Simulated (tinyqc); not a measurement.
Threshold for a surface state: Tamm state at the end of a one-band chain.

A half-infinite chain with site energy 0 and hopping -t, band E = -2t cos(ka); the end site has energy D. The surface Green function of the unperturbed half chain is g = (E -/+ sqrt(E^2 - 4t^2))/(2t^2), the root with |t g| <= 1 and Im g <= 0, and with the shift G = g/(1 - D g).

Values chosen for the exercise: t = 1.1 eV (hopping); a = 3.4 angstrom (spacing).

For |D| > t: E = D + t^2/D, weight on the end site 1 - t^2/D^2, decay length of the amplitude a/ln|D/t|; a dash: no bound state. The last column is the surface density -Im G/pi at E = 0.

Against D:

| D/t | D (eV) | E (eV) | end weight | decay length (angstrom) | density at E = 0 (1/eV) |
|---|---|---|---|---|---|
| -3.00 | -3.300 | -3.6667 | 0.8889 | 3.09 | 0.0289 |
| -2.00 | -2.200 | -2.7500 | 0.7500 | 4.91 | 0.0579 |
| -1.40 | -1.540 | -2.3257 | 0.4898 | 10.10 | 0.0978 |
| -1.10 | -1.210 | -2.2100 | 0.1736 | 35.67 | 0.1309 |
| -0.80 | -0.880 | - | - | - | 0.1764 |
| 0.50 | 0.550 | - | - | - | 0.2315 |
| 0.95 | 1.045 | - | - | - | 0.1521 |
| 1.05 | 1.155 | 2.2026 | 0.0930 | 69.69 | 0.1376 |
| 1.30 | 1.430 | 2.2762 | 0.4083 | 12.96 | 0.1076 |
| 2.50 | 2.750 | 3.1900 | 0.8400 | 3.71 | 0.0399 |

What does the comparison show?

A state splits off only for |D| > t = 1.1 eV, although in the middle of an endless chain any shift binds one. Just past the threshold, at D/t = 1.05, it lies 2.6 meV outside the band and spreads over 69.7 angstrom; at D/t = -3 it holds 89 % of the end site, and the density left at the band centre has fallen to 0.10 of the clean value.

(tinyqc, `OMP_NUM_THREADS=1 python tinyqc.py 1480193 1480194 out.jsonl`, Intel(R) Xeon(R) Processor @ 2.30GHz, 1 thread, shared host, about 0.01 s.)
